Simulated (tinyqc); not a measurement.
# Pillar capacitor in an array: capacitance, non-linearity, leakage and relaxation: several studies

A film between two metal electrodes, each interface adding a series capacitance ci. The small-signal permittivity is ek (1 + aq E^2); the field is found with the linear permittivity. Leakage J = J0 sinh(E/Ef). After a voltage step the film passes a relaxation current kr C V tt^(-nr), tt being the time in seconds. The sidewall is a coaxial capacitor with radii a = dm/2 and b = dm/2 + t, depth AR dm; the end face is left out.

Parameters, values chosen for the exercise; permittivity of the order of that of hafnium oxide: relative permittivity of the film ek = 20; film thickness t = 4.2 nm; capacitance of each electrode interface (dead layer and screening) ci = 66 uF/cm^2; quadratic field coefficient of the permittivity aq = 0.0054 cm^2/MV^2; bias V = 0.5 V; exponent of the relaxation current nr = 0.977; strength of the relaxation kr = 0.0064; leakage prefactor J0 = 3.6e-10 A/cm^2; field for an e-fold rise of the leakage Ef = 0.15 MV/cm; diameter of the pillar dm = 26 nm; aspect ratio, depth over diameter AR = 30; pitch of the square array pt = 64 nm; resistivity of the inner electrode rho = 200 uohm cm; duration of the write pulse t0 = 1e-7 s.

Constants: eps0 = 8.8541878128e-14 F/cm where lengths are in cm. Results are converted to the units shown.

Each table varies one quantity; the others keep the values above.

## Capacitance, non-linearity and leakage against thickness

Planar film: Cf = eps0 ek/t, 1/C = 1/Cf + 2/ci, EOT = 3.9 eps0/C, effective permittivity C t/eps0, E = (V/t) C/Cf; quadratic coefficient [C(V)/C - 1]/V^2 with Cf (1 + aq E^2) in C(V).

Result of one run:
```
t (nm)	C (uF/cm^2)	EOT (nm)	effective permittivity	E (MV/cm)	quadratic coefficient (ppm/V^2)	J (A/cm^2)
5.5	2.933	1.177	18.22	0.8283	1.350e4	4.502e-8
```

What becomes of these results when the film thickness t is changed from 5.5 to 3.7 nm, all else the same?

Result of the changed run:
```
t (nm)	C (uF/cm^2)	EOT (nm)	effective permittivity	E (MV/cm)	quadratic coefficient (ppm/V^2)	J (A/cm^2)
3.7	4.180	0.8261	17.47	1.180	2.625e4	4.702e-7
```

The whole series:
```
t (nm)	C (uF/cm^2)	EOT (nm)	effective permittivity	E (MV/cm)	quadratic coefficient (ppm/V^2)	J (A/cm^2)
2.5	5.832	0.5921	16.47	1.647	4.809e4	1.053e-5
3.7	4.180	0.8261	17.47	1.180	2.625e4	4.702e-7
5.5	2.933	1.177	18.22	0.8283	1.350e4	4.502e-8
8.2	2.027	1.704	18.77	0.5723	6639	8.167e-9
12	1.413	2.445	19.14	0.3988	3289	2.558e-9
18	0.9553	3.615	19.42	0.2697	1526	1.057e-9
27	0.6431	5.370	19.61	0.1816	698.3	5.503e-10
40	0.4368	7.905	19.74	0.1233	324.3	3.305e-10
60	0.2925	11.80	19.82	0.08259	146.0	2.084e-10
```

C falls from 5.83 to 0.293 uF/cm^2 while the effective permittivity goes from 16.5 to 19.8 (ek = 20). EOT is a straight line in t with slope 3.9/ek = 0.195 and intercept 0.105 nm. The quadratic coefficient goes as t^(-1.54) between the first two rows and t^(-1.97) between the last two (-2 without interfaces), and J falls by 4.70 decades. For t = 2.5, 3.7 direct tunnelling, left out, would add to the leakage.

## Cell against the film thickness

Per length 1/c = ln(b/a)/(2 pi eps0 ek) + (1/a + 1/b)/(2 pi ci); cell capacitance c AR dm; per footprint over pt^2; fields c V/(2 pi eps0 ek r) at r = a and b; resistance of the inner electrode rho AR dm/(pi a^2); time constant R C/3 of the distributed line.

The same in every row: R (kohm) = 2.938.

Results:
```
t (nm)	cell capacitance (fF)	per footprint (uF/cm^2)	field at a (MV/cm)	field at b (MV/cm)	R C/3 (ps)
1.4	6.131	149.7	2.717	2.453	6.005
2.5	4.058	99.08	1.799	1.509	3.975
3.4	3.222	78.67	1.428	1.132	3.156
4.6	2.561	62.53	1.135	0.8384	2.509
6.2	2.044	49.90	0.9059	0.6134	2.002
8.4	1.632	39.86	0.7235	0.4395	1.599
```

Estimate the missing row, t = 1.9 nm.

Computed row:
```
t (nm)	cell capacitance (fF)	per footprint (uF/cm^2)	field at a (MV/cm)	field at b (MV/cm)	R C/3 (ps)
1.9	4.958	121.0	2.197	1.917	4.856
```

With this row back in the table: As t goes from 1.4 to 8.4, the cell capacitance falls from 6.13 to 1.63 fF, the capacitance per footprint falls from 150 to 39.9 uF/cm^2, the ratio of the two fields rises from 1.11 to 1.65 and R C/3 falls from 6.00 to 1.60 ps; the time constant goes as t^(-0.70) between the first two rows and t^(-0.74) between the last two.

## Charge lost after writing

Planar film: Cf = eps0 ek/t, 1/C = 1/Cf + 2/ci, EOT = 3.9 eps0/C, effective permittivity C t/eps0, E = (V/t) C/Cf. A capacitor written for t0 and then left open loses, as a share of C V, kr (tt^(1 - nr) - t0^(1 - nr))/(1 - nr) by relaxation and J tt/(C V) by leakage; both are taken as small, and rows far outside that range are left out.

The same in every row: leakage current (nA/cm^2) = 204.91.

Charge lost after writing:
```
tt (s)	relaxation current (nA/cm^2)	loss by relaxation (%)	loss by leakage (%)	total loss (%)
1e-6	8.7068e6	1.0446	1.0962e-5	1.0446
1e-5	9.1804e5	2.1460	1.0962e-4	2.1461
0.0001	96797	3.3073	0.0010962	3.3084
0.001	10206	4.5318	0.010962	4.5427
0.01	1076.1	5.8228	0.10962	5.9324
0.1	113.46	7.1841	1.0962	8.2803
```

What does the comparison show?

The two currents are equal at tt = 0.0546 s. The loss by relaxation grows from 1.04 to 7.18 %, by 1.10 points over the first decade and 1.36 over the last, while the loss by leakage grows tenfold a decade. Relaxation is the larger loss in every row.

tinyqc, about 0.01 s, one thread, Intel Xeon 2.30GHz (shared host): `OMP_NUM_THREADS=1 python tinyqc.py 2102113 2102114 out.jsonl`
